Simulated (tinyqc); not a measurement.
# Planar ballistic transistor, top-of-the-barrier model: effect of the valley degeneracy

At the top of the source barrier, states moving towards the drain are filled by the source (Fermi level 0) and states moving back by the drain (Fermi level -q Vd); nothing scatters. U is the shift of the band edge there, set by the capacitances CG, CD and CS (the total) and by the charge. Parabolic two-dimensional band; the source is grounded.

N0 = gv m kB T/(pi hbar^2), CG = eps0 eox/tox, vT = sqrt(2 kB T/(pi m)), CS = CG/aG, n0 = n at U = 0 and Vd = 0. eta1 = -(E0 + U)/Vt, eta2 = eta1 - Vd/Vt, n = (N0/2)[F_0(eta1) + F_0(eta2)], F_0(x) = ln(1 + exp x). U = UL + q (n - n0)/CS with UL = -(aG Vg + aD Vd), energies in eV. I = q (N0/2) vT [F_(1/2)(eta1) - F_(1/2)(eta2)] per width, F_(1/2)(x) = (2/sqrt(pi)) int_0^infinity u^(1/2)/(1 + exp(u - x)) du. CQ = (q/Vt) dn/d(eta1). E0 is held fixed.

Values chosen for this exercise; mass and valleys close to those of indium arsenide: temperature T = 400 K; effective mass m = 0.0291 m0; relative permittivity of the gate insulator eox = 9; insulator thickness tox = 3.3 nm; gate control CG/CS aG = 0.95; drain control CD/CS aD = 0.017; band edge at the barrier top above the source Fermi level at zero bias E0 = 0.24 eV; gate voltage Vg = 0.4 V; drain voltage Vd = 0.4 V.

Constants: q = 1.602176634e-19 C, kB = 1.380649e-23 J/K, hbar = 1.054571817e-34 J s, m0 = 9.1093837015e-31 kg, Vt = kB T/q, eps0 = 8.8541878128e-14 F/cm where lengths are in cm. Results are converted to the units shown.

Result of one run:
```
gv    eta1  n (cm^-2)  I (uA/um)  mean velocity I/(q n) (cm/s)   CQ/CS
3   1.9085  1.2865e12     987.04                      4.7887e7  1.0010
```

What becomes of these results when the valley degeneracy gv is changed from 3 to 6, all else the same?

Result of the changed run:
```
gv    eta1  n (cm^-2)  I (uA/um)  mean velocity I/(q n) (cm/s)   CQ/CS
6   1.0905  1.7350e12     1225.2                      4.4074e7  1.7205
```

The whole series:
```
gv    eta1  n (cm^-2)  I (uA/um)  mean velocity I/(q n) (cm/s)    CQ/CS
1   3.0671  6.5214e11     563.84                      5.3964e7  0.36614
2   2.3734  1.0319e12     831.04                      5.0268e7  0.70099
3   1.9085  1.2865e12     987.04                      4.7887e7   1.0010
4   1.5683  1.4729e12     1091.0                      4.6230e7   1.2682
6   1.0905  1.7350e12     1225.2                      4.4074e7   1.7205
```

As gv goes from 1 to 6, n rises from 6.52e11 to 1.74e12 cm^-2, the mean velocity falls from 5.40e7 to 4.41e7 cm/s and the current rises from 564 to 1230 uA/um. CQ/CS goes from 0.37 to 1.7.

Computed by the program tinyqc: `OMP_NUM_THREADS=1 python tinyqc.py 2400156 2400157 out.jsonl`, one thread of a shared Intel Xeon 2.30GHz, about 0.01 s for the whole run.
